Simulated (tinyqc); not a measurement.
Shape and dimension: cylindrical quantum wire.

Constants: hbar^2/2m0 = 3.80998211 eV angstrom^2.

Inputs chosen for the exercise (near those of a GaAs wire in AlGaAs; the results hold for these values, not for the real material): R = 100 angstrom (radius); V0 = 0.292 eV (barrier height); mw = 0.0689 m0 (mass inside); mb = 0.0969 m0 (mass outside).

Lowest level with hard walls: film c (pi/2R)^2/mw, cylinder c (2.404826/R)^2/mw, sphere c (pi/R)^2/mw, square or cube of side a: 2 or 3 times c (pi/a)^2/mw; c = hbar^2/2m0. Finite barriers V0 with outer mass mb and psi, psi'/m continuous for film, cylinder and sphere (not separable for the square and the cube: dash).

Lowest level (eV):
```
shape,hard walls,finite barrier
"film, width 2R",0.0136,0.0101
"cylinder, radius R",0.0320,0.0235
square wire of equal area,0.0347,-
"sphere, radius R",0.0546,0.0398
cube of equal volume,0.0630,-
```

What can be read from this table?

With hard walls the levels of film, cylinder and sphere stand as 1 : 2.34 : 4.00; with the finite barrier as 1 : 2.33 : 3.94. The square lies 8.6 % above the circle of equal area and the cube 15.5 % above the sphere of equal volume: round shapes give the lowest level for a given size.

Program tinyqc; command `OMP_NUM_THREADS=1 python tinyqc.py 1280634 1280635 out.jsonl`; about 0.02 s on one thread of a shared Intel(R) Xeon(R) Processor @ 2.30GHz.
